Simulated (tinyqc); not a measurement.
# Screening length from the swing

Question. In a simple model of a Schottky-barrier transistor a barrier thinner than d = 4.1 nm is transparent, so the effective barrier is pn - psi (1 - exp(-d/lam)) and the swing beyond flat band is Vt ln 10/(1 - exp(-d/lam)). Find the thermionic swing, lam, and the effective barrier at psi = 0.2 V.

Parameters, values chosen for the exercise: temperature T = 300 K; barrier for electrons at both contacts pn = 0.38 eV.

Constants: q = 1.602176634e-19 C, kB = 1.380649e-23 J/K, Vt = kB T/q. Results are converted to the units shown.

swing in the tunnelling range = 82.411190 mV/decade

Solution. The ratio of the two swings is 1 - exp(-d/lam).

Vt ln 10 = 59.53 mV/decade
lam = 3.200 nm
effective barrier = 0.2355 eV

Program tinyqc, `OMP_NUM_THREADS=1 python tinyqc.py 2390140 2390141 out.jsonl`; Intel Xeon 2.30GHz, shared host, one thread, about 0.2 s.
